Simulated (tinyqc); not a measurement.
Inside a calculation: heavy doping: gap narrowing, degeneracy and the minority density. Values are carried at full precision from step to step, so a last printed digit may differ when a step is redone from the rounded ones.

Empirical narrowing (Slotboom form, constants chosen for the exercise; published fits of this form give the apparent narrowing, here it is taken as the true one): dEg = E0 [ln(N/N0) + sqrt(ln(N/N0)^2 + C)].

Constants: kB = 8.617333262e-05 eV/K; e^2/(4 pi eps0) = 14.39964547 eV angstrom.

Values chosen for the exercise (gap and densities of states near those of Si at this temperature; narrowing constants near the fits for Si; the results hold for these values, not for the real material):
- N = 3.2e+19 1/cm^3 (ionised donors, equal to the majority density)
- E0 = 7.56 meV (narrowing scale)
- N0 = 1.2e+17 1/cm^3 (onset density)
- C = 0.5 (smoothing constant)
- Nc = 2.11e+19 1/cm^3 (conduction-band density of states)
- Eg = 1.14 eV (gap)
- Nv = 8.75e+18 1/cm^3 (valence-band density of states)
- T = 250 K
- eps = 12.1 (dielectric constant)
- Mv = 6 (majority valleys)

## Gap narrowing

Evaluate at N.

ln(N/N0) = 5.5860
dEg (empirical fit) = 84.80 meV

Well above N0 each decade of doping adds 2 E0 ln 10 = 34.8 meV.

## Degeneracy of the majority band

F_j(eta) = (1/Gamma(j + 1)) integral_0^infinity x^j dx/(1 + exp(x - eta)), which tends to exp(eta) for eta << 0.

Majority: N = Nc F_1/2(eta), eta the distance of EF beyond the majority band edge in kT. Degeneracy factor gam = F_1/2(eta)/exp(eta). ni0^2 = Nc Nv exp(-Eg/kT); product n p = ni0^2 gam exp(dEg/kT), dEg the true narrowing; apparent narrowing dEa = dEg + kT ln gam; minority density = n p/N.

Solve for eta and form gam.

N/Nc = 1.517
eta = 0.9418
gam = 0.5914

## Product and minority density

Combine both effects.

ni0 = 4.39e+07 1/cm^3
exp(dEg/kT) = 51.2
dEa = 73.5 meV
sqrt(n p) = 2.42e+08 1/cm^3
minority density = 0.00182 1/cm^3

Narrowing multiplies the product by 51.2 and degeneracy by 0.591; together they change the minority density by a factor 30.3 against ni0^2/N.

## Two estimates of the size

Two physical estimates, e2 = e^2/(4 pi eps0), N in 1/angstrom^3: exchange shift at the Fermi level, Ex = (e2/eps) kF/pi with kF = (3 pi^2 N/Mv)^(1/3); screened-pair energy (Lanyon-Tuft), Es = (3/4)(e2/eps) qs with qs^2 = (4 pi e2 N/(eps kT)) F_-1/2(eta)/F_1/2(eta).

Evaluate both at N.

kF = 0.05405 1/angstrom
Ex = 20.47 meV
Es = 108.08 meV

Against the fitted dEg = 84.8 meV, Ex is 0.24 and Es 1.27 times as large; each keeps one mechanism only, and Ex assumes a strongly degenerate gas, while here eta is only 0.94.

## Checks

- Minority density against the Boltzmann occupation of the other band at the narrowed gap (1/cm^3): both 0.001824.

Computed by tinyqc, a small Python program: `OMP_NUM_THREADS=1 python tinyqc.py 1681098 1681099 out.jsonl` (the numbers bound the seed that draws the inputs); one thread of a shared host (Intel(R) Xeon(R) Processor @ 2.30GHz), about 0.01 s for the whole set of steps.
